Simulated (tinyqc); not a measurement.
# Undoped symmetric double-gate MOSFET, analytic potential model, step by step

tinyqc, about 0.01 s, one thread, Intel Xeon 2.30GHz (shared host): `OMP_NUM_THREADS=1 python tinyqc.py 2440001 2440002 out.jsonl` Printed values are rounded.

An undoped body of thickness ts between two equal insulators and tied gates; long channel, electrons only, n = ni exp((psi - V)/Vt) with V the quasi-Fermi potential (0 at the source, Vd at the drain), constant mobility, no quantisation. Across the body psi(x) = V - 2 Vt ln[(ts/(2 beta)) sqrt(q ni/(2 eps0 eps_r Vt)) cos(2 beta x/ts)], x from the centre. Q is the electron charge per area of the whole body.

Inputs (values chosen for the exercise); material values close to those of silicon: temperature T = 300 K; band gap Eg = 1.12 eV; relative permittivity of the semiconductor eps_r = 11.5; conduction-band density of states at T Nc = 2.85e19 cm^-3; valence-band density of states at T Nv = 2.63e19 cm^-3; relative permittivity of the gate insulator eox = 22.8; insulator thickness tox = 6.3 nm; body thickness ts = 12 nm; gate work function less that of the intrinsic body dphi = 0.22 V; channel mobility mu = 800 cm^2/(V s); gate length L = 0.1 um; gate voltage Vg = 1.47 V; drain voltage Vd = 0.5 V.

Constants: q = 1.602176634e-19 C, kB = 1.380649e-23 J/K, Vt = kB T/q, eps0 = 8.8541878128e-14 F/cm where lengths are in cm. Results are converted to the units shown.

Range of the model: The surface density at the source passes 0.3 Nc, where Boltzmann statistics fail. mu V/L, with V the smaller of Vd and Vg - V0, passes 3e6 cm/s, so velocity saturation, left out here, would lower the current.

## Constants of the body

ni = sqrt(Nc Nv) exp(-Eg/(2 Vt)), Eg in volts; r = eps_r tox/(eox ts); V0 = dphi + 2 Vt ln[(2/ts) sqrt(2 eps0 eps_r Vt/(q ni))].

ni = 1.071061e10 cm^-3
r = 0.2648026
V0 = 0.6920769 V

## Iteration 1: beta at the source by Newton steps

beta at the start = 1.5

With V = 0: f = ln(beta) - ln(cos beta) + 2 r beta tan(beta) - (Vg - V0)/(2 Vt); f' = 1/beta + tan(beta) + 2 r [tan(beta) + beta/cos^2(beta)]; beta(new) = beta - f/f'.

f = -0.7891758
f' = 180.9987
beta after iteration 1 = 1.504360

## Iteration 2: beta at the source by Newton steps

As before.

f = 0.04947475
f' = 204.4275
beta after iteration 2 = 1.504118

## Course of the iteration: beta at the source by Newton steps

Stop when beta changes by less than 1e-11, or after 40 iterations. beta must stay between 0 and pi/2.

Course of the iteration:
```
iteration      beta  |change|
1          1.504360   4.36e-3
2          1.504118   2.42e-4
3          1.504117   8.48e-7
4          1.504117  1.03e-11
5          1.504117         0
```

Converged in 5 iterations. At the end the number of correct digits about doubles with each step.

## Charges and drain current

beta_s = 1.504117
beta_d = 1.365518

beta (between 0 and pi/2) solves (Vg - V0 - V)/(2 Vt) = ln(beta) - ln(cos beta) + 2 r beta tan(beta). Q = 8 eps0 eps_r Vt beta tan(beta)/ts; I = mu (1/L)(4 eps0 eps_r/ts)(2 Vt)^2 [g(beta_s) - g(beta_d)] per width, g = beta tan(beta) - beta^2/2 + r beta^2 tan^2(beta), with beta_s at V = 0 and beta_d at V = Vd.

Qs = 3952.731 nC/cm^2
Qd = 1150.911 nC/cm^2
g(beta_s) = 155.7368
g(beta_d) = 17.01556
I = 10069.47 uA/um

The term r beta^2 tan^2(beta), which gives the square law, makes up 86.3 % of g at the source.

## Potential and electron density across the body at the source

x/ts, point 0 to 6: [0, 0.1, 0.2, 0.3, 0.4, 0.45, 0.5]

psi(x) as above with V = 0 and beta = beta_s; n = ni exp(psi/Vt).

psi, point 0 to 6 (V): [0.4931828, 0.4955585, 0.5031666, 0.5179265, 0.5461090, 0.5725643, 0.6332286]
n, point 0 to 6 (cm^-3): [2.065005e18, 2.263758e18, 3.038368e18, 5.377694e18, 1.599709e19, 4.451144e19, 4.651423e20]

The density at the surface is 225 times that at the centre (1/cos^2 beta). It reaches 16 Nc, where Boltzmann statistics overestimate it.
